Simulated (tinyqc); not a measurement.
From one set of inputs to another, one input at a time: concentration-dependent dopant diffusion with charged defects and the built-in field. Computed by tinyqc, a small Python program. Command: `OMP_NUM_THREADS=1 python tinyqc.py 3031901 3031902 out.jsonl extrinsic ladder`. One thread of a shared host (Intel(R) Xeon(R) Processor @ 2.30GHz), about 0.8 s of CPU time with the checks.

A constant source C_s feeds a half space. The dopant moves through neutral point defects and through charged ones, whose number grows with the majority carrier density n.

The inputs printed are set A. Set A is modelled on boron in silicon; the values taken over come from a set modelled on arsenic in silicon. Inputs not listed in the table keep their values of set A, so the rows need not describe a real material.

Inputs (values chosen for the exercise, modelled on boron in silicon):
```
quantity                        value    unit
neutral prefactor D0x          0.0551  cm^2/s
neutral activation energy E0      3.5      eV
singly charged prefactor D01    0.889  cm^2/s
activation energy E1             3.51      eV
surface concentration C_s     3.9e+18  1/cm^3
junction level C_B            9.1e+15  1/cm^3
temperature T                    1025       C
time t                             31       s
```

Field enhancement: on.

Constants: k_B = 8.617333262e-05 eV/K.

Method:
- n_i = 3.87e16 T^1.5 exp(-7014/T) per cm^3 (T in kelvin, an empirical form); each D = prefactor x exp(-E/(k_B T)); the intrinsic diffusivity D_i is their sum.
- Temperatures in kelvin are T(C) + 273.15.
- n = C/2 + sqrt(C^2/4 + n_i^2); D(C) = h [Dx + D1 (n/n_i)], h = 1 + C/sqrt(C^2 + 4 n_i^2).
- With y = x/sqrt(D_s t), u = C/C_s and q = -(D/D_s) du/dy: du/dy = -q D_s/D, dq/dy = -(y/2) q D_s/D, u(0) = 1. The surface flux q(0) is shot so that u tends to 0 (LSODA, an adaptive multistep solver, relative tolerance 1e-10). Dose Q = 2 q(0) C_s sqrt(D_s t).
- The junction lies where C = C_B.

Each row keeps all changes above it:
```
input moved                                                                  from            to  dose Q (1/cm^2)  enhancement D_s/D_i  junction in units of sqrt(D_s t)
set A                                                                           -             -       4.2315e+12               1.5415                            3.6032
surface concentration C_s (1/cm^3)                                        3.9e+18       1.7e+19       2.6865e+13               4.1209                            2.7673
time t (s)                                                                     31          1800       2.0471e+14               4.1209                            2.7673
neutral prefactor D0x (cm^2/s) and neutral activation energy E0 (eV)  0.0551, 3.5  0.0125, 3.44       2.0254e+14               4.2178                            2.7436
temperature T (C)                                                            1025           950       9.2316e+13               6.2760                            2.4104
junction level C_B (1/cm^3)                                               9.1e+15       5.2e+15       9.2316e+13               6.2760                            2.4801
singly charged prefactor D01 (cm^2/s) and activation energy E1 (eV)   0.889, 3.51    28.8, 4.13       2.9229e+13               5.3405                            2.6243
```

Dose Q goes from 4.23e12 to 2.92e13, a factor 6.91 in all. The largest single move comes from time t (a factor 7.62), and singly charged prefactor D01 with activation energy E1 works against it (a factor 0.317). Enhancement D_s/D_i goes from 1.54 to 5.34, a factor 3.46 in all. The largest single move comes from surface concentration C_s (a factor 2.67), and singly charged prefactor D01 with activation energy E1 works against it (a factor 0.851). Junction in units of sqrt(D_s t) goes from 3.60 to 2.62, a factor 0.728 in all. The largest single move comes from surface concentration C_s (a factor 0.768), and singly charged prefactor D01 with activation energy E1 works against it (a factor 1.06). The single moves hold for this order of the switches; the total does not depend on the order.

Extremes, crossings and ranges named in words are read from the listed rows.
